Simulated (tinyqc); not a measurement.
The square root of alpha at three temperatures: phonon-assisted absorption at an indirect gap.

alpha(E) = sum_j A_j [N_j (E - Eg + w_j)^2 + (N_j + 1)(E - Eg - w_j)^2], each bracket counted only where its base is positive; N_j = 1/(exp(w_j/kB T) - 1). The first term absorbs a phonon and the second emits one; excitons and direct transitions are left out.

Constants: kB = 8.617333262e-05 eV/K.

Inputs chosen for the exercise (out of a larger set: loosely those of Si at room temperature; Eg is not tied to T; not measured data):
```
symbol  value         unit         meaning
Eg      1.109         eV           indirect gap, held fixed unless listed
w       (56.1, 18.6)  meV          two zone-edge phonons
A       (2300, 750)   1/(cm eV^2)  their strengths
```

The gap is held fixed, so only the phonon occupations change.

sqrt(alpha) (1/cm^(1/2)):
```
E - Eg (eV),150 K,300 K,450 K
-0.04,0.089,0.277,0.428
-0.02,0.199,0.622,0.960
0.00,0.420,1.086,1.628
0.02,0.725,1.667,2.433
0.04,1.238,2.419,3.409
0.07,2.315,3.830,5.158
0.10,3.876,5.651,7.296
0.15,6.741,8.998,11.190
0.20,9.682,12.464,15.222
0.30,15.621,19.496,23.415
0.45,24.567,30.120,35.804
0.60,33.527,40.772,48.231
```

How do the results move, and what explains it?

Below the gap only phonon absorption acts: at E - Eg = -0.02 eV sqrt(alpha) is 0.199, 0.622 and 0.960 at 150, 300 and 450 K. A straight line through the last two rows meets the axis at E - Eg = +0.0387, +0.0259 and +0.0178 eV: the intercept is roughly a weighted mean of the thresholds, not the gap, and it moves from the emission side towards Eg as the occupations grow. At the last row alpha grows by a factor 2.07 from the lowest to the highest temperature at fixed gap.

(tinyqc, `OMP_NUM_THREADS=1 python tinyqc.py 1681660 1681661 out.jsonl`, Intel(R) Xeon(R) Processor @ 2.30GHz, 1 thread, shared host, about 0.01 s.)
